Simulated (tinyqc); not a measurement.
Slater-Koster s-d bands of an fcc metal: one step. Levels and character. The numbers come from values chosen for the exercise (of the size met in Cu).

H(k) (eV):
```
                s         xy         yz         zx      x2-y2     3z2-r2
s        4.972312   1.014272          0          0   1.751555  -0.949666
xy       1.014272   0.612943          0          0          0  -0.213531
yz              0          0  -1.319603  -0.207268          0          0
zx              0          0  -0.207268   0.673646          0          0
x2-y2    1.751555          0          0          0  -0.415275   0.804333
3z2-r2  -0.949666  -0.213531          0          0   0.804333   0.456918
```

Question. Diagonalise H; t2g is xy, yz, zx and eg the other two.

Give: levels; weights.

Answer.

levels (eV): -1.5254  -1.3409  0.3723  0.6950  1.0012  5.7789

weights:
```
     band 1  band 2  band 3  band 4  band 5  band 6
s     0.093   0.000   0.021   0.000   0.002   0.883
t2g   0.010   1.000   0.854   1.000   0.101   0.036
eg    0.897   0.000   0.125   0.000   0.897   0.080
```

(tinyqc, `OMP_NUM_THREADS=1 python tinyqc.py 1482530 1482531 out.jsonl`, Intel(R) Xeon(R) Processor @ 2.30GHz, 1 thread, shared host, about 0.05 s.)
